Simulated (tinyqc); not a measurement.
Inside a calculation: thin-body film or fin with hard walls, valleys of the Si type. Values are carried at full precision from step to step, so a last printed digit may differ when a step is redone from the rounded ones.

Six ellipsoidal valleys with their long axes along the cube axes, mass ml along the axis and mt across it. For a valley whose axis makes the angle theta with the surface normal, 1/m_z = cos^2(theta)/ml + sin^2(theta)/mt sets the confinement; in the plane the masses are m_1 = mt and m_2 = ml mt/m_z, and m_d = sqrt(m_1 m_2).

Constants: hbar^2/2m0 = 3.80998211 eV angstrom^2; kB = 8.617333262e-05 eV/K.

Parameters, chosen for this exercise (near those of Si; shifted at random, so the results belong to these values and not to a real crystal): ml = 0.914 m0 (longitudinal mass); mt = 0.186 m0 (transverse mass); face = 110 (face of the film or side wall of the fin); t = 24 angstrom (body thickness); T = 77 K (temperature); g_all = 6 (number of valleys); Ns = 15 x 1e12/cm^2 (sheet density in the on state); alpha = 0.48 1/eV (non-parabolicity).

## Valley masses for the (110) face

Group the valleys by their angle to the normal, heaviest m_z first.

Valleys (masses in m0):

| valleys g | cos^2(theta) | m_z | m_1 | m_2 | m_d |
|---|---|---|---|---|---|
| 4 | 0.5000 | 0.3091 | 0.1860 | 0.5500 | 0.3198 |
| 2 | 0.0000 | 0.1860 | 0.1860 | 0.9140 | 0.4123 |

## Subband edges

A film of thickness t between hard walls, flat band inside: E_n = c (n pi/t)^2/m_z above the bulk edge, c = hbar^2/2m0. Without degeneracy the sheet density is N2 exp((EF - Ec)/kB T) with N2 = sum_i g m_d/(2 pi c) kB T exp(-E_i/kB T) over n = 1 to 40 of each group; a classical film has t Nc with Nc = 2 g_all (m_dos kB T/(4 pi c))^(3/2), m_dos = (ml mt^2)^(1/3). The threshold shift is dVt = kB T ln(t Nc/N2).

The seven lowest levels of all groups together; primes mark the lighter m_z.

Subbands:

| label | valleys g | E (eV) |
|---|---|---|
| 1 | 4 | 0.2112 |
| 1' | 2 | 0.3510 |
| 2 | 4 | 0.8448 |
| 2' | 2 | 1.4039 |
| 3 | 4 | 1.9008 |
| 3' | 2 | 3.1589 |
| 4 | 4 | 3.3793 |

The second subband, 1', lies 139.8 meV above the first, 21.1 kB T at 77 K.

## Effective density of states and threshold shift

Sum the subbands; 1/angstrom^2 = 1e16/cm^2 and 1/angstrom^3 = 1e24/cm^3.

terms of N2 by group (1e12/cm^2): 5.322e-14  2.435e-23

Nc = 0.348 x 1e19/cm^3
t Nc = 0.836 x 1e12/cm^2
dVt = 201.6 mV

Confinement leaves 6.4e-12 % of the classical states; the heaviest group holds 100 % of the electrons, against 67 % in the bulk.

## Filling at a given sheet density

n_i = g m_d/(2 pi c) kB T ln(1 + exp((EF - E_i)/kB T)) over the levels listed; solve sum n_i = Ns (1e12/cm^2 = 1e-4/angstrom^2); the band bending of the charge itself is left out. c = hbar^2/2m0.

EF = 0.2392 eV

n_i in the order of the list (1e12/cm^2): 15.000  0.000  0.000  0.000  0.000  0.000  0.000

The fullest subband is 1, with 100 %.

## Non-parabolic correction

Each level E0 of the list is replaced by the root of E (1 + alpha E) = E0.

Levels (eV):

| label | parabolic | corrected |
|---|---|---|
| 1 | 0.2112 | 0.1933 |
| 1' | 0.3510 | 0.3060 |
| 2 | 0.8448 | 0.6451 |
| 2' | 1.4039 | 0.9608 |
| 3 | 1.9008 | 1.2045 |
| 3' | 3.1589 | 1.7271 |
| 4 | 3.3793 | 1.8088 |

The lowest level drops by 17.9 meV. Levels above about 1 eV (3 here) lie outside the range of the valley model.

## Checks

- N2 of a 3000 angstrom film, summed over n to convergence, plus the half-term of the walls against t Nc, 1/angstrom^2: both 0.010444.

(tinyqc, `OMP_NUM_THREADS=1 python tinyqc.py 1280234 1280235 out.jsonl`, Intel(R) Xeon(R) Processor @ 2.30GHz, 1 thread, shared host, about 0.01 s.)
